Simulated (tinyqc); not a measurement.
The energy-gap law: non-radiative capture by multiphonon emission, one effective mode. Computed by tinyqc, a small Python program. Command: `OMP_NUM_THREADS=1 python tinyqc.py 3018757 3018758 out.jsonl capture sweep`. One thread of a shared host (Intel(R) Xeon(R) Processor @ 2.30GHz), about 0.05 s of CPU time with the checks.

The initial state (free carrier plus empty centre) lies dE above the final state; both have the same frequency and are displaced by dQ.

Inputs (values chosen for the exercise, with mass, screening and phonons like those of 4H-SiC):

| quantity | value | unit |
|---|---|---|
| phonon energy hbar omega | 113 | meV |
| Huang-Rhys factor S | 4.15 | - |
| electron-phonon coupling W | 0.0066 | eV/(u^(1/2) angstrom) |
| cell volume V | 1970 | angstrom^3 |
| degeneracy g | 1 | - |
| broadening b | 65 | meV |
| carrier mass m | 1.95 | m_0 |
| dielectric constant eps | 9.93 | - |
| temperature T | 300 | K |
| defect density N_t | 3e+16 | cm^-3 |

Centre: attractive.

Constants: hbar^2/u = 4.18015928e-03 eV angstrom^2; k_B = 8.617333262e-05 eV/K; hbar = 6.582119569e-16 eV s; Ry = 13.605693123 eV; k_B = 1.380649e-23 J/K; m_0 = 9.1093837015e-31 kg.

Method:
- dQ = sqrt(2 S (hbar^2/u)/hbar omega); relaxation energy lambda = S hbar omega; phonons needed P = dE/hbar omega; classical barrier E_b = (dE - lambda)^2/(4 lambda); occupation n = 1/(exp(hbar omega/k_B T) - 1).
- Huang-Rhys weight for a net emission of p phonons: L_p = exp(-S (2n + 1)) ((n + 1)/n)^(p/2) I_p(2 S sqrt(n (n + 1))), I_p the modified Bessel function.
- M_p = sum_m w_m <m_i|Q|(m + p)_f>^2 with Q counted from the final minimum and Boltzmann weights w_m for m = 0..24; <m_i|Q|k_f> = sqrt((hbar^2/u)/(2 hbar omega)) [sqrt(k) <m|k-1> + sqrt(k+1) <m|k+1>], with overlaps of oscillators displaced by d = sqrt(2 S) summed on 1500 points from -16 to 16 + d.
- The delta function is a Gaussian of standard deviation b at dE - p hbar omega.
- C_0 = V (2 pi/hbar) g W^2 sum_p M_p Gaussian_p. The sum runs over the seven p from round(P) - 3 to round(P) + 3; 1 angstrom^3 = 1e-24 cm^3.
- Sommerfeld factor of an attractive centre: s(k) = 2 pi nu/(1 - exp(-2 pi nu)), nu = sqrt(Ry*/E), Ry* = Ry m/eps^2, averaged over (2/sqrt(pi)) sqrt(x) exp(-x) dx with x = E/k_B T = t^2 (trapezoid, t to 6 in steps of 0.01).
- C = s C_0; v = sqrt(3 k_B T/m); sigma = C/v; tau = 1/(C N_t).

One run for each value:

| energy released dE (eV) | capture coefficient C (cm^3/s) | classical barrier E_b (eV) | P |
|---|---|---|---|
| 1.11 | 1.2477e-09 | 0.2191 | 9.823 |
| 1.42 | 1.1713e-10 | 0.4822 | 12.566 |
| 1.73 | 5.8331e-12 | 0.8478 | 15.310 |
| 2.03 | 1.9316e-13 | 1.2991 | 17.965 |
| 2.34 | 3.7358e-15 | 1.8663 | 20.708 |
| 2.65 | 4.9131e-17 | 2.5360 | 23.451 |
| 2.95 | 5.3445e-19 | 3.2816 | 26.106 |
| 3.26 | 3.7491e-21 | 4.1529 | 28.850 |
| 3.57 | 1.9993e-23 | 5.1266 | 31.593 |

Over the rows, capture coefficient C (cm^3/s) falls from 1.25e-9 to 2.00e-23 (exponent d ln y / d ln x -9.6 between the first rows and -58 between the last); classical barrier E_b (eV) rises from 0.219 to 5.13 (exponent d ln y / d ln x 3.2 between the first rows and 2.3 between the last); P rises from 9.82 to 31.6 (exponent d ln y / d ln x about 1.0 throughout). ln C changes by -1.91 for each added phonon at the high end, nearly the same as in the rows before: the near-exponential fall of the energy-gap law.

Caution (all rows): the effective Bohr radius is under 10 angstrom, so the effective-mass Sommerfeld factor is rough. Caution (rows 1.42, 2.34, 3.26, 3.57): the largest term is not the one nearest energy conservation, so C_0 depends strongly on the broadening b.

Extremes, crossings and ranges named in words are read from the listed rows.
